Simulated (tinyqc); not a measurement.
Worked calculation: charge neutrality level from zone-averaged pseudopotential bands. Values are carried at full precision from step to step, so a last printed digit may differ when a step is redone from the rounded ones.

Empirical pseudopotential on the fcc lattice, atoms at +/- tau, tau = a (1,1,1)/8, no spin-orbit coupling. H(G,G') = c (2 pi/a)^2 |k + G|^2 delta + VS(q) cos(q.tau) + i VA(q) sin(q.tau), q = G - G', c = hbar^2/2m0; k and G in units of 2 pi/a; VS at |q|^2 = 3, 8, 11 and VA at 3, 4, 11, in rydberg, zero elsewhere. At each k the basis holds all G with |k + G|^2 up to 16; energies are counted from the fourth level at Gamma.

Mesh: k = sum_i (n_i + 1/2)/N b_i, n_i = 0 ... N - 1, b = (-1,1,1), (1,-1,1), (1,1,-1); points with the same sorted |kx|, |ky|, |kz| after folding to the shortest k + G are joined, with their count as weight. Neutrality (branch-point) level: E_N = (1/2) mean over k of [E5 + (E3 + E4)/2], E_n the n-th level from below.

Constants: hbar^2/2m0 = 3.80998211 eV angstrom^2; Ry = 13.60569312 eV.

Parameters, chosen for this exercise (classic local form factors of the size used for InP, without spin-orbit coupling; the results hold for these values, not for the real material): a = 5.857 angstrom (lattice constant); VS = (-0.232, 0.011, 0.06) Ry (symmetric form factors); VA = (0.07, 0.051, 0.009) Ry (antisymmetric form factors); mesh = 3 (points along each reciprocal vector).

## Levels on the mesh

Diagonalise at each joined point.

Levels (eV):
```
kx          ky      kz  weight       E3       E4      E5      E6
0.1667  0.1667  0.1667       2  -0.2432  -0.2432  2.6624  5.0228
0.5000  0.1667  0.1667       6  -1.2915  -1.0988  3.2997  4.6984
0.5000  0.5000  0.1667       6  -2.0651  -0.8311  3.3461  5.1174
0.5000  0.5000  0.5000       1  -0.7931  -0.7931  2.0208  5.0956
0.8333  0.1667  0.1667       6  -2.4101  -1.7141  2.6714  4.0023
0.8333  0.5000  0.1667       6  -2.7322  -1.7584  4.4097  4.7203
```

## Gaps

Level 5 at Gamma, at the lowest of (f,0,0) with f = 0.8, 0.85, 0.9, 1, and at (1/2,1/2,1/2).

gaps to Gamma, Delta/X, L (eV): [1.6383, 2.2682, 2.0208]

## The neutrality level

Energies are counted from the valence top at Gamma. E_N = (1/2) weighted mean of [E5 + (E3 + E4)/2]. Compare with half the smallest indirect gap, min(Delta/X, L)/2, and give the barrier for electrons in the limit of full pinning, min(gaps) - E_N.

mean of E5 = 3.3225 eV
mean of (E3 + E4)/2 = -1.5920 eV
E_N = 0.8652 eV
half the indirect gap = 1.0104 eV
pinned barrier for electrons = 0.7731 eV

E_N lies at 53 % of the gap from the valence top. The two estimates differ by 0.15 eV; both rules are good to a few tenths of an eV only, so a position within that distance of a band edge or of mid-gap is not settled. Local form factors place the indirect gaps only to a few tenths of an eV, and E_N moves with them. Spin-orbit coupling, left out, would lift the valence top by a third of its splitting.

## Checks

- Sum of the weights against N^3: both 27.

tinyqc: `OMP_NUM_THREADS=1 python tinyqc.py 1880241 1880242 out.jsonl`; about 0.08 s, one thread, shared Intel(R) Xeon(R) Processor @ 2.30GHz.
